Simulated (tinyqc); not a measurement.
Electroplating on a thin resistive seed layer: kinetics, Wagner number and the terminal effect across a wafer: one step, computed by the program tinyqc.

Current enters the seed at the rim. The bath is treated as a local resistance per area (no lateral flow in the liquid), two electrons per ion, molar volume 7.11 cm^3/mol, Faraday constant F = e N_A, kinematic viscosity 0.01 cm^2/s, omega = 2 pi x rpm/60; k_B T/e is in volts.

Problem. Rate, limit and resistances. Growth rate = i V_m/(2 F). Levich limit i_L = 0.62 x 2 F D^(2/3) omega^(1/2) nu^(-1/6) c. Tafel overpotential eta = (k_B T/(alpha e)) ln(i/i_0); kinetic resistance k_B T/(alpha e i); bath resistance h/kappa + plate; R_s = resistivity/t; Wagner number = kinetic resistance x kappa/R.

Inputs (values chosen for the exercise, of the order of those for copper plating on a thin cobalt or ruthenium seed):
```
quantity,value,unit
wafer radius R,7.5,cm
seed thickness t,44,nm
seed resistivity,12,microohm cm
bath conductivity kappa,0.32,S/cm
gap to the anode h,9.5,cm
extra resistance of a porous plate,0,ohm cm^2
exchange current density i_0,0.074,mA/cm^2
cathodic transfer coefficient alpha,0.46,-
mean current density,2.2,mA/cm^2
diffusivity of the metal ion,4.8e-06,cm^2/s
metal ion concentration,0.72,mol/L
rotation rate,200,rpm
temperature T,298,K
```

Constants: e = 1.602176634e-19 C; N_A = 6.02214076e+23 1/mol; k_B = 8.617333262e-05 eV/K.

Give: growth rate; limiting current i_L; overpotential; kinetic resistance; bath resistance R_b; sheet resistance R_s; Wagner number.

Solution.

growth rate = 48.64 nm/min

limiting current i_L = 241.7 mA/cm^2

overpotential = 189.4 mV

kinetic resistance = 25.38 ohm cm^2

bath resistance R_b = 29.6875 ohm cm^2

sheet resistance R_s = 2.727 ohm/square

Wagner number = 1.083
